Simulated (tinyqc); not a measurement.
Time-domain thermoreflectance: layered heat flow under a modulated pulse train, and what the signal ratio measures: one step, computed by the program tinyqc. Command: `OMP_NUM_THREADS=1 python tinyqc.py 3110783 3110784 out.jsonl tdtr walk`. One thread of a shared host (Intel(R) Xeon(R) Processor @ 2.30GHz), about 0.3 s of CPU time with the checks.

Pulses repeat at 80 MHz; heat is laid down at the surface, all layers are isotropic, and the film is in perfect contact with the substrate.

Problem. Length and time scales. Penetration depth sqrt(kappa/(pi f C)); effusivity sqrt(kappa C); cooling time of the metal d C_m/G; Kapitza length kappa/G.

Inputs (values chosen for the exercise, modelled on aluminium on sapphire):

| quantity | value | unit |
|---|---|---|
| metal thickness d | 85 | nm |
| metal heat capacity | 2.42 | MJ/(m^3 K) |
| boundary conductance G under the metal | 140 | MW/(m^2 K) |
| substrate conductivity kappa | 36.5 | W/(m K) |
| substrate heat capacity C | 3.06 | MJ/(m^3 K) |
| modulation frequency f | 10 | MHz |
| spot radius w (1/e^2, pump and probe) | 4.3 | micrometre |

Stack: metal, film, substrate.

Give: penetration depth; effusivity; cooling time of the metal; Kapitza length; depth over spot radius.

Solution.

penetration depth = 0.6162 micrometre

effusivity = 10568 W s^(1/2)/(m^2 K)

cooling time of the metal = 1469 ps

Kapitza length = 260.7 nm

depth over spot radius = 0.1433
